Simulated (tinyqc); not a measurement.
Energy and delay of logic against supply voltage: two steps of the calculation.

One expression serves below and above threshold: I(Vg) = Ik [ln(1 + exp((Vg - VT + dd V)/(al nf Vt)))]^al, with I_on = I(V) and I_off = I(0). Gate delay td = kd C V/I_on, clock period LD td. Per gate and cycle the switching energy is act C V^2 and the leakage energy I_off V LD td. No short-circuit current, no variation. Minima are sought above 0.09 V; below a few Vt gates no longer switch and the model has no meaning.

Inputs (values chosen for the exercise); values of the order met in logic technologies:
```
symbol,value,unit,meaning
T,300,K,temperature
VT,0.21,V,threshold voltage at zero drain bias
nf,1.41,,slope factor
dd,0.09,,barrier lowering per volt of supply
Ik,2,uA,specific current of a gate
al,1.56,,exponent of the current law
C,0.98,fF,load capacitance of a gate
kd,0.5,,delay factor
LD,30,,logic depth
act,0.2,,activity factor
V,0.95,V,supply voltage
```

Constants: q = 1.602176634e-19 C, kB = 1.380649e-23 J/K, Vt = kB T/q. Results are converted to the units shown.

Question 1. Currents, delay and energies. I_on, I_off, td, clock frequency 1/(LD td), both energies and their sum.

Wanted: I_on; I_off; td; clock frequency; switching energy; leakage energy; energy.

Answer 1.

I_on = 129.9 uA
I_off = 60.45 nA
td = 3.584 ps
clock frequency = 9.301 GHz
switching energy = 176.9 aJ
leakage energy = 6.175 aJ
energy = 183.1 aJ

I_on/I_off = 2150; leakage makes up 3.37 % of the energy.

Question 2. New V. Minimum-energy supply: E(V) is the energy per gate and cycle; with h = 0.001 V, E' = (E(V + h) - E(V - h))/(2 h), E'' = (E(V - h) - 2 E(V) + E(V + h))/h^2, V(new) = V - E'/E''.

V at the start = 0.13 V

Give: E'; E''; V after iteration 1.

Answer 2.

E' = -20.71 aJ/V
E'' = 469.6 aJ/V^2
V after iteration 1 = 0.1741 V

Computed by the program tinyqc: `OMP_NUM_THREADS=1 python tinyqc.py 2082005 2082006 out.jsonl`, one thread of a shared Intel Xeon 2.30GHz, about 0.01 s for the whole run.
